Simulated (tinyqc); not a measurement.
Inside a calculation. Method: empirical pseudopotential in a few plane waves. One step of it, computed by the program tinyqc.

Task: Levels at k. Diagonalise the Hermitian matrix.

H(k) at k (eV), lower triangle:
```
           +0+0+0     -1-1-1     -1-1+1     -1+1-1     -1+1+1     +1-1-1     +1-1+1     +1+1-1
+0+0+0   3.387790
-1-1-1   2.231997   4.510082
-1-1+1  -2.231997   0.000000  11.651937
-1+1-1  -2.231997   0.000000   0.095240  15.528944
-1+1+1  -2.231997  -0.095240   0.000000   0.000000  22.670799
+1-1-1  -2.231997   0.000000   0.095240   0.095240   0.000000  14.712732
+1-1+1  -2.231997  -0.095240   0.000000   0.000000   0.095240   0.000000  21.854587
+1+1-1  -2.231997  -0.095240   0.000000   0.000000   0.095240   0.000000   0.095240  25.731594
+1+1+1   2.231997   0.000000  -0.095240  -0.095240   0.000000  -0.095240   0.000000   0.000000
-2+0+0   0.000000  -2.231997  -2.231997  -2.231997   2.231997   0.654206  -0.654206  -0.654206
+0-2+0   0.000000  -2.231997  -2.231997   0.654206  -0.654206  -2.231997   2.231997  -0.654206
+0+0-2   0.000000  -2.231997   0.654206  -2.231997  -0.654206  -2.231997  -0.654206   2.231997
+0+0+2   0.000000  -0.654206   2.231997  -0.654206  -2.231997  -0.654206  -2.231997   0.654206
+0+2+0   0.000000  -0.654206  -0.654206   2.231997  -2.231997  -0.654206   0.654206  -2.231997
+2+0+0   0.000000  -0.654206  -0.654206  -0.654206   0.654206   2.231997  -2.231997  -2.231997

           +1+1+1     -2+0+0     +0-2+0     +0+0-2     +0+0+2     +0+2+0     +2+0+0
+1+1+1  32.873449
-2+0+0  -0.654206  13.590440
+0-2+0  -0.654206   0.095240  12.774228
+0+0-2  -0.654206   0.095240   0.095240  16.651235
+0+0+2  -2.231997  -0.095240  -0.095240   0.000000  30.934946
+0+2+0  -2.231997  -0.095240   0.000000  -0.095240   0.095240  34.811953
+2+0+0  -2.231997   0.000000  -0.095240  -0.095240   0.095240   0.095240  33.995741
```

Give: eigenvalues.

Result:

eigenvalues (eV): 0.2260  3.7462  9.6295  10.3284  13.0766  15.7541  16.4988  19.6681  21.7414  22.5591  25.2769  30.2675  33.4275  35.3915  38.0887
